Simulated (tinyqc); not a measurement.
Thermodynamics of metal silicides: hull, first phase, silicon consumed, nucleation and stability against SiO2: one step, computed by the program tinyqc.

Entropies of formation of the solids are neglected, so heats stand for free energies. Si fractions: M5Si3 0.3750, MSi 0.5000, MSi2 0.6667.

Problem. First phase. Effective heat of formation: at the interface the mixture has the Si fraction x_e; the limiting element scales the heat, H_eff = H x_e/x if x_e < x, H (1 - x_e)/(1 - x) otherwise. The rule names the most negative as the first phase; its restriction to congruently melting phases is left out here.

Inputs (values chosen for the exercise, of the order of those of titanium silicides for heats and volumes only):

| quantity | value | unit |
|---|---|---|
| heat of formation of M5Si3 | -70.5 | kJ/mol atoms |
| heat of formation of MSi | -67.6 | kJ/mol atoms |
| heat of formation of MSi2 | -48.6 | kJ/mol atoms |
| Si fraction x_e at the lowest liquidus | 0.21 | - |

Phases: M5Si3, MSi, MSi2.

Give: H_eff; most negative H_eff.

Solution.

H_eff (kJ/mol atoms): M5Si3 -39.480, MSi -28.392, MSi2 -15.309

most negative H_eff = -39.48 kJ/mol atoms

The rule picks M5Si3, ahead of MSi by 11.1 kJ/mol. The rule is empirical and ignores nucleation barriers.
